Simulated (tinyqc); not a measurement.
Mobility of a non-polar semiconductor in the relaxation-time approximation: one step, computed by the program tinyqc.

Each valley is treated as a sphere of mass m_d for states and rates, with one isotropic relaxation time; the conductivity mass m_c sets the current.

Question. Fermi level and screening. Parabolic band: E = hbar^2 k^2/(2 m), speed v = hbar k/m, states per spin, volume and energy g(E) = m k/(2 pi^2 hbar^2). Here m = m_d. Masses are multiplied by m_0 and all formulas are in SI units. The reduced Fermi level eta = E_F/(k_B T) solves n = 2 Z int g f dE with f = 1/(1 + exp(x - eta)) (Z = 1 unless valleys are given); screening length L_s = sqrt(eps_s eps_0 k_B T/(e^2 dn/deta)), dn/deta = 2 Z int g f (1 - f) dE. Integrals over x = E/(k_B T) use 160 Gauss-Legendre points in u = sqrt(x) from 0 to sqrt(max(eta, 0) + 32).

Inputs (values chosen for the exercise, for a model non-polar semiconductor):

| quantity | value | unit |
|---|---|---|
| equivalent valleys Z | 3 | - |
| static permittivity eps_s | 9.06 | - |
| carrier density n | 3.9e+14 | 1/cm^3 |
| temperature T | 300 | K |

Band: parabolic. Impurity formula: Brooks-Herring. Further scattering: alloy.

density-of-states mass m_d = 0.2822732 m_0

Constants: k_B = 8.617333262e-05 eV/K; m_0 = 9.1093837015e-31 kg; e = 1.602176634e-19 C; hbar = 1.054571817e-34 J s; eps_0 = 8.8541878128e-12 F/m; k_B = 1.380649e-23 J/K.

Give: reduced Fermi level eta; screening length L_s.

Answer.

reduced Fermi level eta = -10.27

screening length L_s = 182.2 nm

The gas is non-degenerate (eta < -2), and L_s is close to the Debye length.
